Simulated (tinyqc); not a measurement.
Round or elliptic silicon nanowire with anisotropic valleys (Ritz method): one step. Stretching the ellipse. Two cases, with inputs chosen for the exercise.

Question. Scaling y by 1/sqrt(w_y) and z by 1/sqrt(w_z) makes the mass 1 and the semi-axes A = a/sqrt(w_y), B = b/sqrt(w_z). List them with the one-function estimate 3c (1/A^2 + 1/B^2) and the slender limit c (pi/2s)^2 (1 + 2s/(pi l)), s and l the smaller and larger of A, B; c = hbar^2/2m0.

Wire along x = [110] on a (001) wafer, y = [-110], z = [001]. Valley groups (w = inverse masses): A, two valleys along z: w_y = 1/mt, w_z = 1/ml, m_x = mt; B, four valleys in the wafer plane: w_y = (1/ml + 1/mt)/2, w_z = 1/mt, m_x = (ml + mt)/2.

Constants: hbar^2/2m0 = 3.80998211 eV angstrom^2.

Case 1.

Values chosen (near those of a Si nanowire; shifted at random, so the results belong to these values and not to a real crystal):
- ml = 0.932 m0 (longitudinal mass)
- mt = 0.191 m0 (transverse mass)
- a = 15 angstrom (semi-axis along y)
- b = 41 angstrom (semi-axis along z)

Case 2.

Values chosen (near those of a Si nanowire; shifted at random, so the results belong to these values and not to a real crystal):
- ml = 0.926 m0 (longitudinal mass)
- mt = 0.189 m0 (transverse mass)
- a = 29 angstrom (semi-axis along y)
- b = 29 angstrom (semi-axis along z)

Give: Groups.

Answer.

Case 1.

Groups:
```
group  g     A      B  axis ratio  one function (eV)  slender limit (eV)
A      2  6.56  39.58       6.038             0.2733              0.2418
B      4  8.45  17.92       2.122             0.1958              0.1713
```

Case 2.

Groups:
```
group  g      A      B  axis ratio  one function (eV)  slender limit (eV)
A      2  12.61  27.91       2.213             0.0866              0.0762
B      4  16.25  12.61       1.289             0.1152              0.0884
```

The one-function value suits axis ratios near 1 and the slender limit ratios well above 2.

Computed by tinyqc, one run a case: `OMP_NUM_THREADS=1 python tinyqc.py N N+1 out.jsonl` with N = 1280679, 1280937; one thread of a shared Intel(R) Xeon(R) Processor @ 2.30GHz, about 0.06 s a run at most.
